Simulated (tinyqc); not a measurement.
Speciation in dilute and buffered hydrofluoric acid, oxide etch rate and bath loading: one step, computed by the program tinyqc.

Concentrations stand for activities, NH4+ and Cl- are spectators, and water ionisation is neglected. H, F and HF2 denote the ions H+, F- and HF2-. The base temperature is 298 K.

Problem. One trial. Fluoride balance: [HF] + [F] + 2 [HF2] + 2 [H2F2] = HF added + NH4F added. Acid balance: [H] + [HF] + [HF2] + 2 [H2F2] = HF added + HCl added. For a trial [H], [HF] = [H][F]/K1, and the fluoride balance is a quadratic in [F]. Take pH = 3. The residual is the left side of the acid balance less the right.

Inputs (values chosen for the exercise, of the order of those for thermal oxide at room temperature):

| quantity | value | unit |
|---|---|---|
| HF added | 0.35 | mol/L |
| NH4F added | 1.4 | mol/L |
| HCl added | 0 | mol/L |
| K1 = [H][F]/[HF] | 0.000689 | mol/L |
| K2 = [HF2]/([HF][F]) | 3.57 | L/mol |
| K3 = [H2F2]/[HF]^2 | 2.62 | L/mol |

Give: [F]; [HF]; [HF2]; [H2F2]; residual.

Solution.

[F] = 0.23436 mol/L

[HF] = 0.34015 mol/L

[HF2] = 0.28460 mol/L

[H2F2] = 0.30314 mol/L

residual = 0.88204 mol/L

The residual is positive: the trial holds too much acid, so the pH lies above 3.
